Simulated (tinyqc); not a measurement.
Convergence with the basis: effective-mass impurity with a central-cell term, in a basis of Slater functions. Computed by tinyqc, a small Python program. Command: `OMP_NUM_THREADS=1 python tinyqc.py 3023942 3023943 out.jsonl centralcell walk`. One thread of a shared host (Intel(R) Xeon(R) Processor @ 2.30GHz), about 0.01 s of CPU time with the checks.

The envelope obeys H = -nabla^2 - (2/r) [Z + A exp(-kappa r)] in effective units, with kappa = a*/lambda; positive A deepens the well near the core.

Inputs (values chosen for the exercise, for a model semiconductor): effective mass m = 0.207 m_0; dielectric constant eps = 8.86; charge Z of the core = 1; central-cell strength A = -3.4; central-cell range lambda = 2 angstrom; smallest exponent zeta_1 = 0.33 1/a*; ratio beta of exponents = 3.2.

Impurity: donor, one isotropic band.

Constants: Ry = 13.605693123 eV; a_0 = 0.529177210903 angstrom.

Method:
- Units: Ry* = Ry m/eps^2 and a* = a_0 eps/m, with m in m_0.
- kappa = a*/lambda; the hydrogenic ground state is bound by Z^2 Ry*.
- For s functions exp(-zeta r), with s = zeta_i + zeta_j: S = 2/s^3, T = zeta_i zeta_j S, V = -2 Z/s^2, W = -2 A/(s + kappa)^2; each function is normalised by dividing by sqrt(S_ii S_jj).
- Large basis: zeta_i = 0.06 x 1.6^(i-1), i = 1..22, same formulas; for p functions r exp(-zeta r): S = 24/s^5, T = zeta_i zeta_j S (centrifugal term included), V = -12 Z/s^4, W = -12 A/(s + kappa)^4; overlap eigenvalues below 1e-11 are dropped.
- Binding energies are -E Ry*; the effective quantum number is nu = Z/sqrt(-E); |psi(0)|^2 is given relative to the hydrogenic Z^3/(pi a*^3).
- zeta_i = zeta_1 beta^(i-1), i = 1..n.
- The error is the lowest level above the large-basis value.

kappa = 11.3249 1/a*

Ry* = 35.8776 meV

1s binding energy = 32.1252 meV

Error of the 1s level:
```
n  error (meV)  largest exponent (1/a*)
1       12.597               3.3000e-01
2        1.856               1.0560e+00
3        0.221               3.3792e+00
4        0.218               1.0813e+01
5        0.216               3.4603e+01
6        0.216               1.1073e+02
7        0.216               3.5433e+02
8        0.216               1.1339e+03
```

The error falls from 12.6 to 0.216 meV. The last function changes it by less than 5 %: it has levelled off, and what remains is set by beta and zeta_1, not by the range of exponents.

Extremes, crossings and ranges named in words are read from the listed rows.
